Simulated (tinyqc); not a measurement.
Inside a calculation. Method: plane-wave Kohn-Sham cycle with exchange-only LDA in a layered model solid. Computed by tinyqc, a small Python program that keeps every step. Settings: points = 16, plane-wave index or count = 3, electrons = 2, k points = 1, area = 36.0, mixing = 0.1, iteration cap = 75. Command: `OMP_NUM_THREADS=1 python tinyqc.py 27932 27933 out.jsonl` (the two numbers bound the seeds that draw the settings). One thread of a shared host (Intel(R) Xeon(R) Processor @ 2.60GHz), about 0.01 s of CPU time with the checks. Later iterations appear only in the table of the cycle.

## Iteration 1: potential

A solid whose potential varies along x alone (atomic units):

| parameter | value |
|---|---|
| period a | 7.400000 |
| cross-section of the cell | 36.000000 |
| electrons per cell | 2 |
| grid points | 16 |
| plane waves -n..n, n | 3 |
| k points | 1 |
| V1 in V1 cos(2 pi x/a) | -0.440000 |
| V2 in V2 cos(4 pi x/a) | 0.200000 |

density at the start, on the grid x_j = j a/N (e/bohr^3): 0.00750751  0.00750751  0.00750751  0.00750751  0.00750751  0.00750751  0.00750751  0.00750751  0.00750751  0.00750751  0.00750751  0.00750751  0.00750751  0.00750751  0.00750751  0.00750751

V_H(G) = 4 pi rho(G)/G^2 for G != 0 (uniform background); v_x = -(3 rho/pi)^(1/3); V = V_ext + V_H + v_x; Fourier components f(G_m) = (1/N) sum_j f(x_j) exp(-i G_m x_j).

Potentials on the grid (hartree):

| x | V_ext | V_H | v_x | V |
|---|---|---|---|---|
| 0.000000 | -0.240000 | 0.000000 | -0.192822 | -0.432822 |
| 0.462500 | -0.265086 | 0.000000 | -0.192822 | -0.457907 |
| 0.925000 | -0.311127 | 0.000000 | -0.192822 | -0.503949 |
| 1.387500 | -0.309802 | 0.000000 | -0.192822 | -0.502624 |
| 1.850000 | -0.200000 | 0.000000 | -0.192822 | -0.392822 |
| 2.312500 | 0.026959 | 0.000000 | -0.192822 | -0.165862 |
| 2.775000 | 0.311127 | 0.000000 | -0.192822 | 0.118305 |
| 3.237500 | 0.547928 | 0.000000 | -0.192822 | 0.355107 |
| 3.700000 | 0.640000 | 0.000000 | -0.192822 | 0.447178 |
| 4.162500 | 0.547928 | 0.000000 | -0.192822 | 0.355107 |
| 4.625000 | 0.311127 | 0.000000 | -0.192822 | 0.118305 |
| 5.087500 | 0.026959 | 0.000000 | -0.192822 | -0.165862 |
| 5.550000 | -0.200000 | 0.000000 | -0.192822 | -0.392822 |
| 6.012500 | -0.309802 | 0.000000 | -0.192822 | -0.502624 |
| 6.475000 | -0.311127 | 0.000000 | -0.192822 | -0.503949 |
| 6.937500 | -0.265086 | 0.000000 | -0.192822 | -0.457907 |

V(G_m), m = 0, 1, 2, ... (hartree): -0.192822  -0.220000  0.100000  0.000000  0.000000  0.000000  0.000000

## Iteration 1: Hamiltonian at one k

k = 0.000000 2 pi / a

H(m,m') = (k + G_m)^2/2 delta + V(G_m - G_m'), with V(-G) = V(G).

H (hartree), lower triangle:
```
           -3         -2         -1         +0         +1         +2        +3
-3   3.051387
-2  -0.220000   1.249049
-1   0.100000  -0.220000   0.167646
+0   0.000000   0.100000  -0.220000  -0.192822
+1   0.000000   0.000000   0.100000  -0.220000   0.167646
+2   0.000000   0.000000   0.000000   0.100000  -0.220000   1.249049
+3   0.000000   0.000000   0.000000   0.000000   0.100000  -0.220000  3.051387
```

## Iteration 1: levels at that k

Diagonalise the Hermitian matrix.

eigenvalues (hartree): -0.350826  0.026824  0.349111  1.258138  1.293170  3.083121  3.083806

## Iteration 1: new density

Motion across x is left out: the lowest 1 band(s) hold two electrons at each of the k points (j + 1/2)/nk - 1/2. Residual R = rho(out) - rho(in); rho(new) = rho(in) + 0.1 R. rho(out) = 2/(a A nk) sum |psi|^2 with psi = sum c exp(i G x). Harris energy E = band energy - dV sum rho (V_H/2 + v_x) + (3/4) dV sum rho v_x with rho(in), dV = a A/N, band energy = (2/nk) sum of the filled levels.

rho(out) (e/bohr^3): 0.01636884  0.01577149  0.01378022  0.01035905  0.00639579  0.00321996  0.00142122  0.00067952  0.00049677  0.00067952  0.00142122  0.00321996  0.00639579  0.01035905  0.01378022  0.01577149

density after iteration 1 (e/bohr^3): 0.00839364  0.00833391  0.00813478  0.00779266  0.00739634  0.00707875  0.00689888  0.00682471  0.00680643  0.00682471  0.00689888  0.00707875  0.00739634  0.00779266  0.00813478  0.00833391

energy per cell = -0.60524070 hartree

## Iteration 2: potential

As before.

Potentials on the grid (hartree):

| x | V_ext | V_H | v_x | V |
|---|---|---|---|---|
| 0.000000 | -0.240000 | 0.014888 | -0.200128 | -0.425240 |
| 0.462500 | -0.265086 | 0.013710 | -0.199652 | -0.451028 |
| 0.925000 | -0.311127 | 0.010342 | -0.198049 | -0.498834 |
| 1.387500 | -0.309802 | 0.005321 | -0.195233 | -0.499714 |
| 1.850000 | -0.200000 | -0.000453 | -0.191865 | -0.392318 |
| 2.312500 | 0.026959 | -0.005948 | -0.189079 | -0.168067 |
| 2.775000 | 0.311127 | -0.010322 | -0.187463 | 0.113342 |
| 3.237500 | 0.547928 | -0.013083 | -0.186789 | 0.348056 |
| 3.700000 | 0.640000 | -0.014022 | -0.186622 | 0.439356 |
| 4.162500 | 0.547928 | -0.013083 | -0.186789 | 0.348056 |
| 4.625000 | 0.311127 | -0.010322 | -0.187463 | 0.113342 |
| 5.087500 | 0.026959 | -0.005948 | -0.189079 | -0.168067 |
| 5.550000 | -0.200000 | -0.000453 | -0.191865 | -0.392318 |
| 6.012500 | -0.309802 | 0.005321 | -0.195233 | -0.499714 |
| 6.475000 | -0.311127 | 0.010342 | -0.198049 | -0.498834 |
| 6.937500 | -0.265086 | 0.013710 | -0.199652 | -0.451028 |

V(G_m), m = 0, 1, 2, ... (hartree): -0.192688  -0.216293  0.099845  0.000148  0.000029  -0.000004  0.000000

## Iteration 2: Hamiltonian at one k

k = 0.000000 2 pi / a

As before.

H (hartree), lower triangle:
```
           -3         -2         -1         +0         +1         +2        +3
-3   3.051521
-2  -0.216293   1.249183
-1   0.099845  -0.216293   0.167780
+0   0.000148   0.099845  -0.216293  -0.192688
+1   0.000029   0.000148   0.099845  -0.216293   0.167780
+2  -0.000004   0.000029   0.000148   0.099845  -0.216293   1.249183
+3   0.000000  -0.000004   0.000029   0.000148   0.099845  -0.216293  3.051521
```

## Iteration 2: levels at that k

As before.

eigenvalues (hartree): -0.346621  0.028297  0.347161  1.258014  1.292164  3.082298  3.082964

## Iteration 2: new density

As before.

rho(out) (e/bohr^3): 0.01623150  0.01566184  0.01373816  0.01038553  0.00645653  0.00327763  0.00146076  0.00070503  0.00051764  0.00070503  0.00146076  0.00327763  0.00645653  0.01038553  0.01373816  0.01566184

density after iteration 2 (e/bohr^3): 0.00917743  0.00906670  0.00869512  0.00805195  0.00730236  0.00669864  0.00635507  0.00621274  0.00617755  0.00621274  0.00635507  0.00669864  0.00730236  0.00805195  0.00869512  0.00906670

energy per cell = -0.59750771 hartree

## Convergence

Stop when sqrt(dV sum R^2) is below 1e-8, dV = a A/N.

Course of the cycle:

| iteration | E (hartree) | norm of the residual |
|---|---|---|
| 1 | -0.60524070 | 9.71e-02 |
| 2 | -0.59750771 | 8.65e-02 |
| 3 | -0.59134411 | 7.70e-02 |
| 4 | -0.58647716 | 6.86e-02 |
| 5 | -0.58266178 | 6.11e-02 |
| 6 | -0.57968854 | 5.44e-02 |
| 7 | -0.57738347 | 4.84e-02 |
| 8 | -0.57560476 | 4.31e-02 |
| 9 | -0.57423823 | 3.83e-02 |
| 10 | -0.57319282 | 3.41e-02 |
| 11 | -0.57239647 | 3.04e-02 |
| ... | ... | ... |
| 65 | -0.57006963 | 8.19e-05 |
| 66 | -0.57006964 | 7.38e-05 |
| 67 | -0.57006964 | 6.65e-05 |
| 68 | -0.57006965 | 6.00e-05 |
| 69 | -0.57006965 | 5.40e-05 |
| 70 | -0.57006965 | 4.87e-05 |
| 71 | -0.57006965 | 4.39e-05 |
| 72 | -0.57006965 | 3.96e-05 |
| 73 | -0.57006966 | 3.57e-05 |
| 74 | -0.57006966 | 3.22e-05 |
| 75 | -0.57006966 | 2.91e-05 |

Not converged within 75 iterations: the residual falls steadily but slowly, by a factor of about 0.90 a step. Reruns (cap 100 unless said): mixing 0.5, Kerker q0 1.0: converged in 65 (E = -0.57007); mixing 0.3, Pulay depth 5: converged in 9 (E = -0.57007); the original settings with a cap of 400: converged in 155 (E = -0.57007).
